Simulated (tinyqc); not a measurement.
## Surface potential of a MOS transistor: implicit equation and explicit approximations: accuracy of the approximations against gate voltage

p-type body, charge-sheet picture, depletion and inversion only, full ionisation (an idealisation for deep acceptors), Boltzmann statistics (rough once Na exp(x - xn) passes about Nc/7). In units of Vt: xg = (Vg - Vfb)/Vt, x = psi/Vt, G = gamma/sqrt(Vt), xn = (2 phiF + Vc)/Vt. The implicit equation is (xg - x)^2 = G^2 [x - 1 + exp(x - xn)] for x above about 3. Cox = eps0 eox/tox.

ni = sqrt(Nc Nv) exp(-Eg/(2 Vt)), Eg in volts; phiF = Vt ln(Na/ni); gamma = sqrt(2 q eps0 eps_r Na)/Cox; VT = Vfb + Vt (xn + G sqrt(xn - 1)). Depletion value a = 1 + [sqrt(G^2/4 + xg - 1) - G/2]^2; inversion value b = xn + ln[(xg - xn)^2/G^2 - xn + 1] and first guess y = min(a, b) - ln(1 + exp(-|a - b|)) if a > xn + 1, else b = y = a; one second-order correction with D = exp(y - xn), p = 2 (xg - y) + G^2 (1 + D), w = (xg - y)^2 - G^2 (y - 1 + D): z = y + 2 w/(p + sqrt(p^2 - 2 (2 - G^2 D) w)), or the Newton step z = y + w/p where the root is not real. N_inv = (Cox Vt G/q) [sqrt(x - 1 + exp(x - xn)) - sqrt(x - 1)] at the root. Lambert form (Cox m Vt/q) W0[(G/(2 m sqrt(xn - 1))) exp((Vg - VT)/(m Vt))], m = 1 + G/(2 sqrt(xn - 1)). Errors under 1e-4 mV, and the linear form below VT, are printed as 0.

Inputs (values chosen for the exercise); band and dielectric values close to those of silicon: temperature T = 300 K; band gap Eg = 1.11 eV; relative permittivity eps_r = 11.8; conduction-band density of states at T Nc = 2.76e19 cm^-3; valence-band density of states at T Nv = 2.67e19 cm^-3; relative permittivity of the gate insulator (close to zirconium oxide) eox = 24.6; insulator thickness tox = 72 nm; acceptor density Na = 6.8e17 cm^-3; flat-band voltage Vfb = -0.74 V; channel-body voltage Vc = 1 V.

Constants: q = 1.602176634e-19 C, kB = 1.380649e-23 J/K, Vt = kB T/q, eps0 = 8.8541878128e-14 F/cm where lengths are in cm. Results are converted to the units shown.

Accuracy of the approximations against gate voltage:
```
Vg (V)  psi (V)   x - xn  error of y (mV)  error of z (mV)  N_inv (cm^-2)  Cox (Vg - VT)/q (cm^-2)  Lambert form (cm^-2)
2.95      1.669   -9.703          6.02e-4                0        1.836e6                        0               1.508e6
3.15      1.793   -4.883           0.0729                0        2.194e8                        0               2.056e8
3.35      1.912  -0.2702             7.18          -0.0250       2.134e10                  5.817e8              2.135e10
3.55      1.973    2.093             11.9           -0.504       2.179e11                 3.782e11              2.199e11
3.75      1.997    3.014             9.56           -0.274       5.253e11                 7.558e11              5.300e11
3.95      2.011    3.550             7.28           -0.115       8.621e11                 1.133e12              8.696e11
4.15      2.021    3.928             5.95          -0.0605       1.211e12                 1.511e12              1.221e12
4.35      2.029    4.224             5.07          -0.0367       1.566e12                 1.889e12              1.579e12
4.55      2.035    4.467             4.45          -0.0245       1.925e12                 2.266e12              1.941e12
```

psi rises from 1.67 to 2.03 V and ends 4.5 Vt above 2 phiF + Vc. Among the rows the first guess is off by at most 12 mV (at Vg = 3.55 V) and the corrected value by at most 0.50 mV. In the last row the linear form is 18 % above N_inv and the Lambert form 0.81 % above it; in the first row the Lambert form is 18 % below it. For Vg = 3.55, 3.75, 3.95, 4.15, 4.35, 4.55 the electron quasi-Fermi level lies less than 2 Vt below the band edge at the surface, or above it, where degeneracy and confinement, left out, matter.

tinyqc, about 0.01 s, one thread, Intel Xeon 2.30GHz (shared host): `OMP_NUM_THREADS=1 python tinyqc.py 2122196 2122197 out.jsonl`
